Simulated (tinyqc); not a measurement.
Inside a calculation. Model: minority-electron transport through the base of a bipolar transistor (Moll-Ross and Kroemer integrals). Computed by tinyqc, a small Python program that keeps every step. Command: `OMP_NUM_THREADS=1 python tinyqc.py 3023025 3023026 out.jsonl base walk`. One thread of a shared host (Intel(R) Xeon(R) Processor @ 2.30GHz), about 0.01 s of CPU time with the checks. Intermediate numbers are printed to about 6 digits and carried at full precision; extremes and crossings named in words are read from the listed rows.

Low injection, one dimension, x from the emitter edge (0) to the collector edge (W), s = x/W. Recombination is treated as a small correction (valid for tau_B well below tau_n), computed from the stored charge.

Inputs (values chosen for the exercise, modelled on GaAs):
```
quantity                                     value        unit
intrinsic density n_i at the emitter edge    2e+06      1/cm^3
base doping at the emitter edge N_0        1.9e+19      1/cm^3
base width W                                   360          nm
mu_min                                        1100  cm^2/(V s)
mu_max                                        6780  cm^2/(V s)
N_ref                                      1.3e+17      1/cm^3
saturation velocity v_s                          1    1e7 cm/s
electron lifetime tau_n                       0.58          ns
emitter Gummel number G_E                  1.1e+13      s/cm^4
base-emitter voltage V_BE                     0.85           V
temperature T                                  300           K
doping ratio N_0/N(W)                          7.8           -
gap narrowing across the base dE_g             100         meV
```

Base doping profile: Gaussian. Gap grading: linear. Exit of the base: saturation velocity.

Constants: k_B = 8.617333262e-05 eV/K; e = 1.602176634e-19 C.

## Profile and built-in field

N(x) = N_0 (ratio)^(-s^2); n_i(x)^2 = n_i^2 exp(s dE_g/k_B T); D(x) = (k_B T/e) mu, mu = mu_min + (mu_max - mu_min)/(1 + (N/N_ref)^0.7). Field that drives electrons towards the collector, averaged over the base: (k_B T/e) ln[N_0 n_i(W)^2/(N(W) n_i^2)]/W.

Across the base:
```
s     N (1/cm^3)  n_i(x)^2/n_i^2  D (cm^2/s)   y (s/cm^5)
0.0  1.90000e+19          1.0000     32.7865  5.79507e+17
0.2  1.75013e+19          2.1676     33.0359  2.44398e+17
0.4  1.36779e+19          4.6986     33.8699  8.59476e+16
0.6  9.06984e+18         10.1849     35.5919  2.50203e+16
0.8  5.10285e+18         22.0770     38.8862  5.94397e+15
1.0  2.43590e+18         47.8549     45.1642  1.12704e+15
```

drift factor eta (potential drop in k_B T/e) = 5.92230

mean built-in field = 4.25287 kV/cm

## Collector current and transit time

With y(x) = N n_i^2/(D n_i(x)^2): base Gummel number G_B = int_0^W y dx + N(W) n_i^2/(v_s n_i(W)^2); J_C = e n_i^2 exp(e V_BE/k_B T)/G_B; n(x) = (J_C/e)(n_i(x)^2/(N n_i^2)) [int_x^W y dx + the same exit term]; transit time tau_B = (e/J_C) int n dx; trapezoid rule on 401 even points.

base Gummel number G_B = 4.42931e+12 s/cm^4

collector current density J_C = 2.75299e-05 A/cm^2

base transit time tau_B = 5.61567 ps

share of the exit term in G_B = 0.114920 %

mean velocity W/tau_B = 0.641063 1e7 cm/s

Plain diffusion with the D of the emitter edge would take W^2/(2D) = 19.8 ps, 3.52 times the result.

## Gain and speed

Emitter-limited gain beta_E = G_E/G_B; recombination-limited gain beta_R = tau_n/tau_B; 1/beta = 1/beta_E + 1/beta_R; f_T from the base alone = 1/(2 pi tau_B).

beta_E = 2.48345

beta_R = 103.282

current gain beta = 2.42514

f_T from the base alone = 28.3412 GHz

The gain is limited mainly by hole injection into the emitter (98 % of the base current).

## What grading buys

The formulas are those given above.

The same base with other gradings:
```
dE_g (meV)  dE_g/k_B T  G_B (s/cm^4)  J_C gain  tau_B (ps)  speed gain
0               0.0000   1.20580e+13   1.00000     11.3108     1.00000
25              0.9670   8.78085e+12   1.37322      9.1159     1.24078
50              1.9341   6.72867e+12   1.79204      7.5794     1.49231
75              2.9011   5.37146e+12   2.24483      6.4599     1.75092
100             3.8682   4.42931e+12   2.72232      5.6157     2.01414
150             5.8023   3.23601e+12   3.72620      4.4378     2.54872
200             7.7363   2.52790e+12   4.76997      3.6615     3.08909
300            11.6045   1.74309e+12   6.91763      2.7078     4.17706
```

At 100 meV J_C rises by a factor 2.72 and the transit is 2.01 times faster; at 300 meV the factors are 6.92 and 4.18. For a uniform base without exit term both tend to be linear in dE_g/k_B T, J_C as x/(1 - exp(-x)) and the speed as x/2. From 300 meV on the mean velocity W/tau_B exceeds v_s, so those speed gains are overstated.

Checks made by the program: Gummel integral against a 60-point Gauss rule (relative difference 8e-07).
